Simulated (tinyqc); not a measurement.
Inside a calculation. Method: CID on RHF in the sto-6g basis, for H3-, spin multiplicity 1. The basis has no diffuse functions, so it cannot describe the extra electron: this is an exercise in the method, not the real anion. One step of it, computed by the program tinyqc.

Question. Integrals over molecular orbitals. (pq|rs) = sum C_ip C_jq C_kr C_ls (ij|kl), one index at a time.

coefficients C, order 1H 1s, 2H 1s, 3H 1s:
$$\begin{pmatrix}
0.494096 & 0.000000 & 1.382982 \\
0.379753 & 0.774165 & -0.883660 \\
0.379753 & -0.774165 & -0.883660
\end{pmatrix}$$

core Hamiltonian H = T + V (hartree), order 1H 1s, 2H 1s, 3H 1s:
$$\begin{pmatrix}
-1.596254 & -1.009077 & -1.009077 \\
-1.009077 & -1.328275 & -0.325054 \\
-1.009077 & -0.325054 & -1.328275
\end{pmatrix}$$

Two-electron integrals (ij|kl) in chemists' order, unique and non-zero (hartree):
```
(11|11) 0.774999   (21|11) 0.359419   (21|21) 0.205316   (22|11) 0.512817
(22|21) 0.359419   (22|22) 0.774999   (31|11) 0.359419   (31|21) 0.155509
(31|22) 0.213993   (31|31) 0.205316   (32|11) 0.100860   (32|21) 0.051126
(32|22) 0.081565   (32|31) 0.051126   (32|32) 0.014579   (33|11) 0.512817
(33|21) 0.213993   (33|22) 0.292837   (33|31) 0.359419   (33|32) 0.081565
(33|33) 0.774999
```

Give: one-electron integrals over orbitals h = C^T H C; Two-electron integrals over orbitals.

Answer.

one-electron integrals over orbitals h = C^T H C (hartree):
$$\begin{pmatrix}
-1.6239 & 0.0000 & -0.1599 \\
0.0000 & -1.2025 & 0.0000 \\
-0.1599 & 0.0000 & -0.7024
\end{pmatrix}$$

Two-electron integrals over orbitals (pq|rs), unique and non-zero (hartree):
```
(11|11) 0.5714    (21|21) 0.1633    (22|11) 0.5120    (22|22) 0.5537
(31|11) 0.0829    (31|22) -0.0303   (31|31) 0.1319    (32|21) -0.1377
(32|32) 0.1394    (33|11) 0.5997    (33|22) 0.5363    (33|31) 0.1009
(33|33) 0.6689
```
